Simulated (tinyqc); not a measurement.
Interface roughness in a thin film (subband fluctuation and scattering): sweeps and comparisons. A value that a table varies takes the place of the one given here.

Square well of width t, barriers V0, c = hbar^2/2m0: E1 solves k t + 2 atan[(k/mz)/(kappa/mb)] = pi, k = sqrt(mz E/c), kappa = sqrt(mb (V0 - E)/c). One interface is rough, so the subband edge fluctuates by G dt with G = |dE1/dt| (central difference of 0.01 angstrom; 2 E1/t for hard walls).

Gaussian roughness spectrum S(q) = pi D^2 Lc^2 exp(-q^2 Lc^2/4). Degenerate gas, taken to fill one subband (the second starts to fill once c kF^2/md exceeds E2 - E1, which is not tested here): kF = sqrt(2 pi Ns/gv), q = 2 kF sin(theta/2), 1/tau = (md/(2 pi c hbar)) G^2 times the integral from 0 to pi of S(q)(1 - cos theta)/eps(q)^2 dtheta, eps(q) = 1 + qs/q with screening (qs = gv md q0/(c eps), q0 = e^2/(4 pi eps0), form factors left out, which overstates the screening; other scattering is left out too, so these values lie far above measured mobilities in all but the thinnest films) or 1 without; mobility = tau c2/md with c2 = e/m0 = 1.75882e15 cm^2/(V s^2); 1e12/cm^2 = 1e-4/angstrom^2.

Constants: hbar^2/2m0 = 3.80998211 eV angstrom^2; hbar = 6.58211957e-16 eV s; e^2/(4 pi eps0) = 14.39964547 eV angstrom.

Inputs chosen for the exercise (near those of a thin Ge channel on (111), one valley; not measured data):
- mz = 1.569 m0 (confinement mass)
- V0 = 2.31 eV (barrier)
- mb = 0.31 m0 (barrier mass)
- md = 0.081 m0 (mass in the plane)
- gv = 1 (valleys)
- D = 3.6 angstrom (rms height of the roughness)
- Lc = 56 angstrom (correlation length)
- Ns = 0.41 x 1e12/cm^2 (sheet density)
- eps = 12.6 (mean dielectric constant at the channel)
- ts = (11, 14, 17, 20, 25, 32, 42) angstrom (thicknesses)
- t = 20 angstrom (film thickness)
- Ll = (4, 8, 14, 22, 35, 55, 90) angstrom (correlation lengths)

## The sixth-power law

Screened mobility against thickness for the finite barrier and for hard walls.

Results:
```
t (angstrom)  E1 (meV)  G (meV/angstrom)  mobility (cm^2/(V s))  the same, hard walls
11               168.1            27.998                   91.4                  55.2
14               107.5            14.364                    347                   235
17                74.6             8.311               1.04e+03                   752
20                54.8             5.230               2.62e+03              2.00e+03
25                35.7             2.752               9.46e+03              7.61e+03
32                22.1             1.344               3.97e+04              3.35e+04
42                13.0             0.606               1.95e+05              1.71e+05
```

How do the results move?

With hard walls G goes as 1/t^3 and the mobility as t^6. With the finite barrier the local exponent is 5.54 at the thin end and 5.85 at the thick end, since the envelope leaks out and softens the dependence. The roughness limit falls below 500 cm^2/(V s) between 17 and 14 angstrom. The gate field, which also presses carriers to the interface, is left out. Below about 20 angstrom the effective-mass picture is itself doubtful. Up to t = 25 angstrom G D exceeds half of EF - E1, where the Born rate fails.

## Correlation length

Fixed D; bare and screened mobility.

Results:
```
Lc (angstrom)  kF Lc  bare mobility (cm^2/(V s))  screened mobility (cm^2/(V s))
4               0.06                    7.57e+04                        2.74e+05
8               0.13                    1.91e+04                        6.91e+04
14              0.22                    6.40e+03                        2.32e+04
22              0.35                    2.74e+03                        9.97e+03
35              0.56                    1.24e+03                        4.58e+03
55              0.88                         702                        2.66e+03
90              1.44                         609                        2.56e+03
```

What does this show?

The bare mobility is lowest at Lc = 90 angstrom of those listed (kF Lc = 1.44), the end of the table. The screened mobility is lowest at Lc = 90 angstrom of those listed (kF Lc = 1.44), the end of the table. Short roughness averages out (mobility as 1/Lc^2; the first two rows give exponent -1.99), and long roughness deflects only by small angles (bare mobility rising as Lc; the last two rows give -0.29).

## What each parameter does

G, G D, and the screened mobility. Each row changes one parameter from the base and keeps the others.

Results:
```
case                    G (meV/angstrom)  G D (meV)  mobility (cm^2/(V s))
base                               5.230      18.83                   2619
t = 16 angstrom                    9.867      35.52                  735.7
D = 4.68 angstrom                  5.230      24.48                   1550
Lc = 64 angstrom                   5.230      18.83                   2416
Ns = 0.656 x 1e12/cm^2             5.230      18.83                   3042
mz = 1.804 m0                      4.629      16.66                   3342
md = 0.093 m0                      5.230      18.83                   2275
V0 = 1.62 eV                       5.091      18.33                   2763
eps = 15.1                         5.230      18.83                   2224
```

What does this show?

The largest shifts from the base row, up to three for each result and ties (the steps differ in size, so this ranks the rows, not the parameters). G (meV/angstrom): t +4.637, mz -0.601, V0 -0.138; unchanged at the printed digits by D, Lc, Ns, md and eps. G D (meV): t +16.69, D +5.65, mz -2.16; unchanged at the printed digits by Lc, Ns, md and eps. mobility (cm^2/(V s)): t -1.88e+03, D -1.07e+03, mz +724. In the base case G D is 1.6 times EF - E1 = 12.1 meV: the fluctuation exceeds the Fermi energy, so the Born rate for a uniform gas is not to be trusted.

(tinyqc, `OMP_NUM_THREADS=1 python tinyqc.py 1250929 1250930 out.jsonl`, Intel(R) Xeon(R) Processor @ 2.30GHz, 1 thread, shared host, about 0.01 s.)
